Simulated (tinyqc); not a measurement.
# Ballast resistance and gain from the on-state line

Question. At high current V = BV (1 + be)^(-1/n) + I Ro. Find Ro, the intercept and be.

Inputs (values chosen for the exercise): junction breakdown voltage BV = 7.2 V; exponent of the multiplication n = 3.6.

V at I = 2.5 and 4.9 mA/um (V): [4.8639587, 5.5839587]

Solution. The slope is Ro; the intercept over BV is (1 + be)^(-1/n).

Ro = 300 ohm um
intercept = 4.11 V
be = 6.50

Program tinyqc, `OMP_NUM_THREADS=1 python tinyqc.py 2670129 2670130 out.jsonl`; Intel Xeon 2.30GHz, shared host, one thread, about 0.02 s.
